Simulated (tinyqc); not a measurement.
The diagram with and without ligand: potential-pH (Pourbaix) lines of a metal, its cation, its oxide and an oxyanion, with a complexing ligand. Computed by tinyqc, a small Python program. Command: `OMP_NUM_THREADS=1 python tinyqc.py 3013336 3013337 out.jsonl pourb walk`. One thread of a shared host (Intel(R) Xeon(R) Processor @ 2.30GHz), about 0.02 s of CPU time with the checks.

Potentials are against the standard hydrogen electrode; solids and water have unit activity; dG_f of M, H+ and the electron is zero; F = e N_A and s = R T ln(10)/F. The cation carries z = 2.

Inputs (values chosen for the exercise, modelled on tin):

| quantity | value | unit |
|---|---|---|
| dG_f of the cation | -27.51 | kJ/mol |
| dG_f of the oxide | -250.66 | kJ/mol |
| dG_f of the oxyanion | -312.7 | kJ/mol |
| dG_f of water | -237.14 | kJ/mol |
| temperature T | 298.15 | K |
| log10 of the dissolved activity a | -6 | - |
| log10 of the stability constant beta of ML | 12 | - |
| pKa of HL | 6.1 | - |
| total ligand c_L | 0.38 | mol/L |

Species: M, M2+, MO, MO2(2-).

Constants: R = 8.314462618 J/(mol K); e = 1.602176634e-19 C; N_A = 6.02214076e+23 1/mol.

Method. M2+ + 2e = M; MO + 2H+ + 2e = M + H2O; MO2(2-) + 4H+ + 2e = M + 2H2O. For each, E0 = -dG/(z F), and E = E0 + (s/z) log10 a - (s n_H/z) pH, with no activity term for the oxide. The free ligand is c_L/(1 + 10^(pKa - pH)) (ligand in excess); dissolved metal is a in all, so the free cation is a/alpha, alpha = 1 + beta [L]; the cation line drops by (s/z) log10 alpha.

E0 (V): cation -0.142561, oxide -0.070062, oxyanion 0.837329

s = 0.0591593 V

Lines against the metal (V); the species with the lowest line is stable above it:

| pH | cation | oxide | oxyanion | stable above | cation with ligand | stable above, ligand |
|---|---|---|---|---|---|---|
| 0 | -0.32004 | -0.07006 | 0.65985 | cation | -0.48213 | dissolved |
| 2 | -0.32004 | -0.18838 | 0.42321 | cation | -0.54129 | dissolved |
| 4 | -0.32004 | -0.30670 | 0.18658 | cation | -0.60035 | dissolved |
| 5 | -0.32004 | -0.36586 | 0.06826 | oxide | -0.62905 | dissolved |
| 6 | -0.32004 | -0.42502 | -0.05006 | oxide | -0.65210 | dissolved |
| 7 | -0.32004 | -0.48418 | -0.16838 | oxide | -0.66104 | dissolved |
| 8 | -0.32004 | -0.54334 | -0.28670 | oxide | -0.66240 | dissolved |
| 9 | -0.32004 | -0.60250 | -0.40502 | oxide | -0.66255 | dissolved |
| 10 | -0.32004 | -0.66166 | -0.52334 | oxide | -0.66256 | dissolved |
| 12 | -0.32004 | -0.77997 | -0.75997 | oxide | -0.66256 | oxide |
| 14 | -0.32004 | -0.89829 | -0.99661 | oxyanion | -0.66256 | oxyanion |

Without ligand the oxide holds 7 of the eleven rows (pH 5 to 12), with it 1 (pH 12). The ligand acts once beta [L] exceeds 1, from pH = pKa - log10(beta c_L) = -5.5 on, that is in all rows; its line then falls by at most s/z per pH unit and flattens beyond pKa, 0.343 V below the free cation at most. The oxide line falls faster, by s per pH unit, so the oxide takes over again at higher pH.

Extremes, crossings and ranges named in words are read from the listed rows.
